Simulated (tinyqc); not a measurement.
Balance functions: hot carriers by balance equations with a heated Maxwellian. Computed by tinyqc, a small Python program. Command: `OMP_NUM_THREADS=1 python tinyqc.py 3016173 3016174 out.jsonl hot walk`. One thread of a shared host (Intel(R) Xeon(R) Processor @ 2.30GHz), about 0.01 s of CPU time with the checks.

The carriers follow a Maxwellian at an electron temperature T_e, slightly displaced; the drift energy is neglected against k_B T_e. The balance averages the rate, not the time, so mu_0 lies below the relaxation-time value.

Inputs (values chosen for the exercise, for a model non-polar semiconductor): effective mass m = 0.496 m_0; density rho = 3080 kg/m^3; sound velocity v_l = 11600 m/s; acoustic deformation potential D_A = 11 eV; phonon energy hbar w = 28.8 meV; optical or intervalley deformation potential D_o = 4.5 1e8 eV/cm; final valleys Z_f = 3; lattice temperature T = 400 K.

Band: parabolic. Solver: Newton.

Constants: k_B = 8.617333262e-05 eV/K; k_B = 1.380649e-23 J/K; e = 1.602176634e-19 C; hbar = 1.054571817e-34 J s; m_0 = 9.1093837015e-31 kg; hbar = 6.582119569e-16 eV s.

Method:
- Parabolic band: E = hbar^2 k^2/(2 m), speed v = hbar k/m, states per spin, volume and energy g(E) = m k/(2 pi^2 hbar^2). Masses are multiplied by m_0 and all formulas are in SI units.
- Phonon occupation N_q = 1/(exp(hbar w/(k_B T)) - 1).
- Acoustic deformation potential (elastic, equipartition, absorption and emission together): 1/tau = 2 pi k_B T D_A^2 g(E)/(hbar rho v_l^2).
- Optical or intervalley deformation potential: 1/tau = (pi Z_f D_o^2/(rho w)) [N_q g(E + hbar w) + (N_q + 1) g(E - hbar w)], with g = 0 below the band edge.
- Averages over the Maxwellian, <y> = int y x^(1/2) exp(-x) dx / int x^(1/2) exp(-x) dx with x = E/(k_B T_e), split at x_0 = hbar w/(k_B T_e): 64 Gauss-Legendre points in sqrt(x) below it and 128 in sqrt(x - x_0) above it, up to x = 32. Momentum balance: mu(T_e) = e/(m nu), nu = <x (sum of rates)>/<x>. Power lost per carrier: P(T_e) = hbar w <emission rate - absorption rate> + <(2 m v_l^2/(k_B T)) (E - 2 k_B T) acoustic rate>.
- The field that sustains T_e follows from e mu F^2 = P.

Against the electron temperature:
```
T_e (K)  mu (cm^2/(V s))  P optical (1e9 eV/s)  P acoustic (1e9 eV/s)  F (kV/cm)  drift velocity (1e7 cm/s)
440               152.40                 13.32             6.1074e-01       9.56                    0.14571
520               137.93                 37.86             1.9918e+00      17.00                    0.23445
640               122.36                 70.27             4.4195e+00      24.71                    0.30231
800               108.02                107.30             8.2353e+00      32.70                    0.35328
1200               86.81                180.43             2.0172e+01      48.07                    0.41730
2000               66.48                285.24             5.2084e+01      71.23                    0.47355
3200               52.25                398.45             1.1529e+02      99.16                    0.51811
4800               42.53                513.61             2.2189e+02     131.50                    0.55932
```

What follows from these numbers?

Optical phonons take 96 % of the power in the first row and 70 % in the last. The velocity grows as F^0.83 at first and as F^0.27 at the end, so it levels off; if optical phonons alone set both balances the limit at high T_e would be sqrt(3 hbar w tanh(hbar w/2 k_B T)/(4 m)) = 0.55 in the same unit. Rows above 1400 K (k_B T_e > 0.12 eV) stretch the parabolic band.
